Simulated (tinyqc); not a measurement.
MOS inversion layer, Poisson-Schroedinger loop: effect of the sheet density of electrons.

Electrons confined at an insulator interface at z = 0, treated as a hard wall; parabolic valleys, Hartree approximation, no image or exchange terms. The depletion charge lies far deeper than the electrons and gives a uniform field q Nd/(eps0 eps_r); the gate balances all charge. Energies are counted from the band edge at the interface.

Schroedinger equation -(C/mz) psi'' + (V0 + U + dE for set B) psi = E psi, C = hbar^2/(2 m0), psi(0) = 0, on a uniform mesh of 800 nodes with a far wall at 23 nm, 8 levels a set; V0 = q Nd z/(eps0 eps_r); dU/dz = q (Ns - integral of n from 0 to z)/(eps0 eps_r), U(0) = 0; N_k = g md m0 q Vt/(pi hbar^2) ln(1 + exp((EF - E_k)/Vt)), g the number of valleys of the set, sum N_k = Ns. Triangular well: E_k = a_k (C F^2/mz)^(1/3), a_1 = 2.338107, a_2 = 4.087949, C = hbar^2/(2 m0), F in eV/nm. Fang-Howard (all electrons in the lowest level of set A): b^3 = 6 (mz1/C) q (Nd + 11 Ns/32)/(eps0 eps_r), centroid 3/b, level C b^2/(4 mz1) + (3/b) q (Nd + 11 Ns/16)/(eps0 eps_r). The centroid adds 3.9 z_av/eps_r to an oxide-equivalent thickness.

Parameters, values chosen for the exercise; masses and permittivity close to those of silicon (110):
```
symbol,value,unit,meaning
T,200,K,temperature
eps_r,11.7,,relative permittivity
mz1,0.313,m0,mass along z of valley set A (4 valley(s))
md1,0.318,m0,in-plane density-of-states mass of set A
mz2,0.192,m0,mass along z of valley set B (2 valley(s))
md2,0.416,m0,in-plane density-of-states mass of set B
Nd,1.8e12,cm^-2,sheet density of depletion charge
dE,0,eV,extra shift of set B (strain)
```

Constants: q = 1.602176634e-19 C, kB = 1.380649e-23 J/K, hbar = 1.054571817e-34 J s, m0 = 9.1093837015e-31 kg, Vt = kB T/q, eps0 = 8.8541878128e-14 F/cm where lengths are in cm, hbar^2/(2 m0) = 0.0380998212 eV nm^2. Results are converted to the units shown.

Effect of the sheet density of electrons:
columns A: Ns (cm^-2); B: A1 (meV); C: B1 (meV); D: EF (meV); E: share of A1 (%); F: share of set A (%); G: centroid z_av (nm); H: added oxide equivalent (nm); I: Fang-Howard centroid (nm)
```
A         B    C     D     E     F     G      H     I
1e11    109  128  28.1  81.5  82.3  2.63  0.876  2.68
2.1e11  113  132  44.3  81.6  82.4  2.61  0.869  2.66
4.5e11  120  139  64.6  82.0  82.8  2.57  0.855  2.63
9.7e11  134  155  92.9  82.8  83.5  2.48  0.828  2.55
2.1e12  163  187   137  84.3  84.8  2.34  0.779  2.41
4.4e12  216  244   205  86.4  86.7  2.12  0.707  2.20
9.4e12  315  351   322  89.1  89.2  1.84  0.613  1.92
2e13    485  536   517  91.2  91.3  1.54  0.512  1.60
```

Read the table: what changes, and by how much?

As Ns goes from 1e11 to 2e13, A1 rises from 109 to 485 meV, the share of A1 rises from 81.5 to 91.2 % and the centroid falls from 2.63 to 1.54 nm. A1 goes as Ns^(0.57) between the last two rows (a triangular well in the field of that charge alone gives 2/3). EF lies more than 2 meV above A1 for Ns = 9.4e12, 2e13. The Fang-Howard centroid is 2.1 % above the full one in the first row, where A1 holds 81.5 %, and 4.1 % above it in the last, where A1 holds 91.2 %.

Program tinyqc, `OMP_NUM_THREADS=1 python tinyqc.py 2160106 2160107 out.jsonl`; Intel Xeon 2.30GHz, shared host, one thread, about 0.7 s.
